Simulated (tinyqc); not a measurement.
Trench capacitor in an array: capacitance, non-linearity, leakage and relaxation: two steps of the calculation.

A film between two metal electrodes, each interface adding a series capacitance ci. The small-signal permittivity is ek (1 + aq E^2); the field is found with the linear permittivity. Leakage J = J0 sinh(E/Ef). After a voltage step the film passes a relaxation current kr C V tt^(-nr), tt being the time in seconds. The sidewall is a coaxial capacitor with radii a = dm/2 - t and b = dm/2, depth AR dm; the end face is left out.

Inputs (values chosen for the exercise); permittivity of the order of that of silicon nitride:
- ek = 6.59 (relative permittivity of the film)
- t = 6.8 nm (film thickness)
- ci = 180 uF/cm^2 (capacitance of each electrode interface (dead layer and screening))
- aq = 0.0014 cm^2/MV^2 (quadratic field coefficient of the permittivity)
- V = 1.6 V (bias)
- J0 = 5.6e-10 A/cm^2 (leakage prefactor)
- Ef = 0.15 MV/cm (field for an e-fold rise of the leakage)
- dm = 70 nm (diameter of the hole)
- AR = 30 (aspect ratio, depth over diameter)
- pt = 140 nm (pitch of the square array)
- rho = 410 uohm cm (resistivity of the inner electrode)

Constants: eps0 = 8.8541878128e-14 F/cm where lengths are in cm. Results are converted to the units shown.

Question 1. Planar capacitance, field and non-linearity. Planar film: Cf = eps0 ek/t, 1/C = 1/Cf + 2/ci, EOT = 3.9 eps0/C, effective permittivity C t/eps0, E = (V/t) C/Cf; quadratic coefficient [C(V)/C - 1]/V^2 with Cf (1 + aq E^2) in C(V).

Give: Cf; C; EOT; effective permittivity; E; quadratic coefficient; J.

Answer 1.

Cf = 0.85807 uF/cm^2
C = 0.84997 uF/cm^2
EOT = 4.0626 nm
effective permittivity = 6.5278
E = 2.3307 MV/cm
quadratic coefficient = 2942.5 ppm/V^2
J = 0.0015678 A/cm^2

The interfaces take 0.944 % of the voltage.

Question 2. Cell capacitance, fields and time constant. Per length 1/c = ln(b/a)/(2 pi eps0 ek) + (1/a + 1/b)/(2 pi ci); cell capacitance c AR dm; per footprint over pt^2; fields c V/(2 pi eps0 ek r) at r = a and b; resistance of the inner electrode rho AR dm/(pi a^2); time constant R C/3 of the distributed line.

Find: a; b; cell capacitance; capacitance per footprint; field at a; field at b; R; R C/3.

Answer 2.

a = 28.20 nm
b = 35.00 nm
cell capacitance = 3.530 fF
capacitance per footprint = 18.01 uF/cm^2
field at a = 2.601 MV/cm
field at b = 2.096 MV/cm
R = 3.446 kohm
R C/3 = 4.055 ps

The array gives 21.2 times the planar capacitance per footprint; curvature makes the field at the inner electrode 1.12 times the planar value.

tinyqc, about 0.01 s, one thread, Intel Xeon 2.30GHz (shared host): `OMP_NUM_THREADS=1 python tinyqc.py 2102160 2102161 out.jsonl`
